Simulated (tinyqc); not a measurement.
MOSFET in the linear regime without short-channel effects, parameter extraction from computed curves: one step of the calculation.

Inversion charge Q = Cox n Vt W0(exp((Vg - VT)/(n Vt))), W0 the Lambert function and n = nf; u = Q/Cox; mobility mu = mu0/(1 + th1 u + th2 u^2); channel resistance Rch = (L - dL)/(W mu Q); Id = Vd/(Rch + Rsd/W). Cox = eps0 eox/tox. Small Vd, no channel-length or drain effects.

Task. The Y function. Y_i = Id_i/sqrt(gm_i). For Id = beta Vd x/(1 + th x), x = Vg - VT, Y = sqrt(beta Vd) x whatever th. Slope s from points 7 and 10; VT_Y = Vg - Y/s at point 10; beta = s^2/Vd; mobility beta L/(W Cox) with the drawn L; th* = (beta Vd x/Id - 1)/x at point 10.

Inputs (values chosen for the exercise); channel values of the order met in silicon transistors: relative permittivity of the gate insulator (close to silicon dioxide) eox = 3.9; insulator thickness tox = 3 nm; low-field mobility mu0 = 170 cm^2/(V s); second mobility attenuation factor th2 = 0 1/V^2; gate width W = 1 um; drawn gate length L = 0.092 um; drawn less effective length dL = 0.007 um; drain voltage Vd = 0.025 V.

Constants: eps0 = 8.8541878128e-14 F/cm where lengths are in cm. Results are converted to the units shown.

```
point,Vg (V),Id (uA)
0,0.37,5.4349719e-4
1,0.47,0.027619249
2,0.57,0.81952968
3,0.67,4.0241040
4,0.77,8.0911352
5,0.87,12.118826
6,0.97,15.907262
7,1.07,19.417249
8,1.17,22.654099
9,1.27,25.636757
10,1.37,28.387673
11,1.47,30.929108
```

```
point,gm (uS)
1,4.0949309
2,19.982424
3,36.358028
4,40.473611
5,39.080632
6,36.492114
7,33.734187
8,31.097539
9,28.667870
10,26.461756
```

Wanted: Y; s; VT_Y; beta; mobility from Y; th*.

Result.

```
point,Y (uA^0.5 V^0.5)
1,0.013649
2,0.18333
3,0.66737
4,1.2718
5,1.9386
6,2.6333
7,3.3431
8,4.0624
9,4.7881
10,5.5185
```

s = 7.2512 uA^0.5 V^-0.5
VT_Y = 0.60896 V
beta = 2103.2 uA/V^2
mobility from Y = 168.10 cm^2/(V s)
th* = 0.53824 1/V

The mobility from Y is 8.6 % below mu0 L/(L - dL) = 184 cm^2/(V s), which it should reach in deep inversion when th2 = 0.

tinyqc, about 0.01 s, one thread, Intel Xeon 2.30GHz (shared host): `OMP_NUM_THREADS=1 python tinyqc.py 2210161 2210162 out.jsonl`
